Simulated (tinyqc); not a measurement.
Worked calculation: exchange-only LDA atom on a uniform radial grid, spin-unpolarised, for B(2+). Computed by tinyqc, a small Python program that keeps every step. Settings: Z = 5, points = 128, R = 9.3, functional = Slater exchange alone, mixing = 1.0, iteration cap = 51. Command: `OMP_NUM_THREADS=1 python tinyqc.py 20652 20653 out.jsonl` (the two numbers bound the seeds that draw the settings). One thread of a shared host (Intel(R) Xeon(R) Processor @ 2.60GHz), about 0.07 s of CPU time with the checks. Later iterations appear only in the table of the cycle.

## Iteration 1

Spherical atom on a uniform radial grid r_j = j h with h = R/(N + 1), h sum u^2 = 1 and integrals as h times sums, u(0) = u(R) = 0 (atomic units):
```
parameter,value
Z,5
points N,128
R,9.300000
h,0.072093
mixing,1.000000
electrons in 1s,2
electrons in 2s,1
```

Three-point differences turn -u''/2 + [l(l+1)/2r^2 - Z/r + V] u = e u into a tridiagonal matrix (diagonal 1/h^2 + potential, off-diagonal -1/2h^2). D = sum f u^2; the Hartree potential y/r solves y'' = -D/r with y(0) = 0, y(R) = N_e; v_xc comes from rho = D/(4 pi r^2); E = sum f e - int D V + int D (V_H/2 + eps_xc); V(new) = V + mixing (V_H + v_xc - V).

eigenvalues (hartree): 1s -12.11837, 2s -3.10003

Every 8th grid point:
```
r,V in,u(1s),u(2s),D,V_H,v_xc
0.57674,0.00000,0.74211,-0.45894,1.31208,4.35300,-0.66925
1.15349,0.00000,0.08806,-0.95955,0.93624,2.49672,-0.37674
1.73023,0.00000,0.00784,-0.60783,0.36958,1.72267,-0.21090
2.30698,0.00000,0.00062,-0.27728,0.07689,1.29936,-0.10316
2.88372,0.00000,4.60e-05,-0.10767,0.01159,1.04023,-0.04732
3.46047,0.00000,3.27e-06,-0.03796,0.00144,0.86693,-0.02091
4.03721,0.00000,2.27e-07,-0.01255,0.00016,0.74309,-0.00902
4.61395,0.00000,1.54e-08,-0.00396,1.57e-05,0.65020,-0.00383
5.19070,0.00000,1.03e-09,-0.00121,1.46e-06,0.57796,-0.00160
5.76744,0.00000,6.76e-11,-0.00036,1.28e-07,0.52016,-0.00066
6.34419,0.00000,0,-0.00010,1.08e-08,0.47287,-0.00027
6.92093,0.00000,0,-2.97e-05,8.80e-10,0.43347,-0.00011
7.49767,0.00000,0,-8.33e-06,6.95e-11,0.40012,-4.55e-05
8.07442,0.00000,0,-2.30e-06,0,0.37154,-1.84e-05
8.65116,0.00000,0,-6.01e-07,0,0.34677,0.00000
9.22791,0.00000,0,-4.80e-08,0,0.32510,0.00000
```

total energy = -21.7220358 hartree

## Iteration 2

As before.

eigenvalues (hartree): 1s -6.79653, 2s -0.99367

Every 8th grid point:
```
r,V in,u(1s),u(2s),D,V_H,v_xc
0.57674,3.68376,0.84981,-0.15612,1.46874,4.06042,-0.69489
1.15349,2.11998,0.16256,-0.74399,0.60638,2.35348,-0.32596
1.73023,1.51177,0.02522,-0.75846,0.57654,1.67433,-0.24460
2.30698,1.19620,0.00359,-0.55977,0.31337,1.28660,-0.16478
2.88372,0.99292,0.00049,-0.35719,0.12759,1.03722,-0.10525
3.46047,0.84602,0.00006,-0.21027,0.04421,0.86625,-0.06547
4.03721,0.73407,8.48e-06,-0.11770,0.01385,0.74294,-0.04012
4.61395,0.64638,1.09e-06,-0.06366,0.00405,0.65017,-0.02436
5.19070,0.57636,1.40e-07,-0.03358,0.00113,0.57795,-0.01470
5.76744,0.51950,1.77e-08,-0.01737,0.00030,0.52016,-0.00883
6.34419,0.47260,2.24e-09,-0.00885,0.00008,0.47287,-0.00529
6.92093,0.43336,2.81e-10,-0.00444,1.97e-05,0.43347,-0.00315
7.49767,0.40008,3.52e-11,-0.00219,4.81e-06,0.40012,-0.00187
8.07442,0.37153,0,-0.00104,1.09e-06,0.37154,-0.00108
8.65116,0.34677,0,-0.00043,1.85e-07,0.34677,-0.00057
9.22791,0.32510,0,-4.30e-05,1.85e-09,0.32510,-0.00012
```

total energy = -22.1536826 hartree

## Iteration 3

As before.

eigenvalues (hartree): 1s -7.36169, 2s -1.10311

Every 8th grid point:
```
r,V in,u(1s),u(2s),D,V_H,v_xc
0.57674,3.36553,0.83070,-0.18915,1.41590,4.09217,-0.68645
1.15349,2.02752,0.14641,-0.77052,0.63657,2.36844,-0.33128
1.73023,1.42973,0.02092,-0.75607,0.57252,1.68083,-0.24403
2.30698,1.12181,0.00275,-0.54070,0.29237,1.28887,-0.16102
2.88372,0.93197,0.00035,-0.33356,0.11126,1.03792,-0.10055
3.46047,0.80079,4.23e-05,-0.18897,0.03571,0.86645,-0.06097
4.03721,0.70282,5.07e-06,-0.10137,0.01028,0.74299,-0.03632
4.61395,0.62581,6.00e-07,-0.05238,0.00274,0.65018,-0.02139
5.19070,0.56325,7.04e-08,-0.02634,0.00069,0.57795,-0.01251
5.76744,0.51133,8.19e-09,-0.01298,0.00017,0.52016,-0.00728
6.34419,0.46759,9.48e-10,-0.00630,3.97e-05,0.47287,-0.00421
6.92093,0.43032,1.09e-10,-0.00301,9.07e-06,0.43347,-0.00243
7.49767,0.39826,1.25e-11,-0.00142,2.01e-06,0.40012,-0.00140
8.07442,0.37046,0,-0.00065,4.18e-07,0.37154,-0.00079
8.65116,0.34620,0,-0.00026,6.65e-08,0.34677,-0.00041
9.22791,0.32498,0,-2.54e-05,6.47e-10,0.32510,-0.00008
```

total energy = -22.1622640 hartree

## Convergence

Stop when input and output potentials agree to 1e-7.

Course of the cycle (hartree):
```
iteration,E,e(1s),e(2s),largest |V(out) - V(in)|
1,-21.7220358,-12.11837,-3.10003,7.29e+00
2,-22.1536826,-6.79653,-0.99367,1.03e+00
3,-22.1622640,-7.36169,-1.10311,1.59e-01
4,-22.1624734,-7.28037,-1.09091,2.49e-02
5,-22.1624785,-7.29288,-1.09272,3.89e-03
6,-22.1624787,-7.29093,-1.09244,6.09e-04
7,-22.1624787,-7.29124,-1.09249,9.52e-05
8,-22.1624787,-7.29119,-1.09248,1.49e-05
9,-22.1624787,-7.29120,-1.09248,2.33e-06
10,-22.1624787,-7.29119,-1.09248,3.64e-07
11,-22.1624787,-7.29119,-1.09248,5.70e-08
```

Converged in 11 iterations. A uniform grid resolves the cusp poorly: for a bare nucleus this grid gives 1s at -12.11837 against -Z^2/2 = -12.5 hartree. Before convergence this energy mixes input and output and is not variational, so it may rise towards its limit.
